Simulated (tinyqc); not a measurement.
Worked calculation: strained quantum well: band edges, subbands and transparency. Values are carried at full precision from step to step, so a last printed digit may differ when a step is redone from the rounded ones.

Growth on (001), barriers unstrained: tr(e) = e (2 - nu2), Z = b e (1 + nu2); Ec = Ev + Eg + ac tr(e), E_HH = Ev + av tr(e) + Z, E_LH = Ev + av tr(e) - Z (coupling to the split-off band left out).

Constants: hbar^2/2m0 = 3.80998211 eV angstrom^2; hc = 1239.841984 eV nm; kB = 8.617333262e-05 eV/K.

Inputs chosen for the exercise (near those of a GaAsP/AlGaAs well; the results hold for these values, not for the real material):
- e = 0.0032 (strain in the plane)
- nu2 = 0.923 (2 C12/C11)
- Eg = 1.534 eV (unstrained gap of the well)
- Ev = -0.842 eV (its valence edge)
- ac = -7.26 eV
- av = 1.21 eV (Ev moves by av tr(e))
- b = -1.96 eV (shear potential)
- Egb = 1.925 eV (gap of the barrier)
- Evb = -1 eV (its valence edge)
- L = 48 angstrom (well width)
- me = 0.0727 m0 (electron mass)
- g1 = 6.72 (gamma1)
- g2 = 1.92 (gamma2)
- meb = 0.1 m0
- g1b = 5.7
- g2b = 1.6
- T = 300 K (temperature)
- Br = 1.2 x 1e-4 cm^2/s (two-dimensional radiative coefficient)

## Strained band edges and offsets

Give tr(e), Z, the edges Ec, E_HH, E_LH and the well depths against the barrier.

tr(e) = 0.00345
Z = -0.0121 eV

Ec, E_HH, E_LH (eV): 0.6670  -0.8499  -0.8258

depths for e, HH, LH (eV): 0.2580  0.1501  0.1742

The well is under tension, which puts LH on top, by 24 meV; the gap becomes 1.4927 eV, -41 meV from the unstrained one.

## Subband edges

Masses along z: me, 1/(g1 - 2 g2) for HH, 1/(g1 + 2 g2) for LH, likewise in the barrier; in the plane me, 1/(g1 + g2) for HH and 1/(g1 - g2) for LH (no mixing, which understates the hole masses away from k = 0). Level n solves k L + 2 atan[(k/m)/(kappa/mb)] = n pi, k = sqrt(m E/c), kappa = sqrt(mb (V - E)/c), c = hbar^2/2m0.

Up to three electron, four HH and two LH levels, on the common energy scale, with their masses in the plane.

Subbands:

| level | E (eV) | m in the plane |
|---|---|---|
| e1 | 0.7438 | 0.0727 |
| e2 | 0.9214 | 0.0727 |
| hh1 | -0.8742 | 0.1157 |
| lh1 | -0.8840 | 0.2083 |
| hh2 | -0.9425 | 0.1157 |
| lh2 | -1.0000 | 0.2083 |

lowest transition = 1.6180 eV
wavelength hc/E = 766.3 nm

The top hole level is hh1, so the edge is mainly TE polarised; lh1 lies 10 meV lower, within kT at room temperature, so both polarisations contribute.

## Transparency density

Transparency (Bernard-Duraffourg): Fc - Fv equals the lowest transition energy with n = p, n = sum m/(2 pi c) kB T ln(1 + exp((Fc - E)/kB T)) and p likewise over the listed subbands; c = hbar^2/2m0, 1/angstrom^2 = 1e16/cm^2.

Solve for u = (Fc - e1)/kB T; give n_tr, the share of holes in the top subband and the current e Br n_tr^2 (e = 1.602177e-19 C).

u = 0.931
n_tr = 0.994 x 1e12/cm^2
share = 0.418
current density = 19.0 A/cm^2

For mirror-image bands u = 0 and n_tr = me kB T ln2/(2 pi c) = 0.544 x 1e12/cm^2; the heavier or more numerous hole states raise it by a factor 1.83.

## Checks

- Transparency for equal single subbands against m kB T ln2/(2 pi c): both 0.3743.

tinyqc: `OMP_NUM_THREADS=1 python tinyqc.py 1282352 1282353 out.jsonl`; about 0.01 s, one thread, shared Intel(R) Xeon(R) Processor @ 2.30GHz.
